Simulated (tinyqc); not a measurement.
Hubbard chain of 6 sites, step by step. One step of it, computed by the program tinyqc.

Problem. Mean-field iteration 1. H(up) = T + U n(down), H(down) = T + U n(up); fill the lowest levels; n(new) = n + mixing (n(out) - n); E = tr T (rho up + rho down) + U sum n_up n_down of the output.

one-body matrix (hopping and site energies) (eV), lower triangle:
```
           1          2          3          4          5         6
1   0.000000
2  -1.650000   0.000000
3   0.000000  -1.650000   0.000000
4   0.000000   0.000000  -1.650000   0.000000
5   0.000000   0.000000   0.000000  -1.650000   0.000000
6   0.000000   0.000000   0.000000   0.000000  -1.650000  0.000000
```

U = 7.800000 eV

electrons, up and down: 3  3

mixing = 1

n(up) at the start (a guess, not normalised): 1 0.800000, 2 0.200000, 3 0.800000, 4 0.200000, 5 0.800000, 6 0.200000

n(down) at the start (a guess): 1 0.200000, 2 0.800000, 3 0.200000, 4 0.800000, 5 0.200000, 6 0.800000

Give: levels, up; levels, down; energy; n(up) after iteration 1; n(down) after iteration 1.

Solution.

levels, up (eV): 0.1164  0.7841  1.4475  6.3525  7.0159  7.6836

levels, down (eV): 0.1164  0.7841  1.4475  6.3525  7.0159  7.6836

energy = -3.1802 eV

n(up) after iteration 1: 1 0.9235, 2 0.1367, 3 0.8750, 4 0.1250, 5 0.8633, 6 0.0765

n(down) after iteration 1: 1 0.0765, 2 0.8633, 3 0.1250, 4 0.8750, 5 0.1367, 6 0.9235
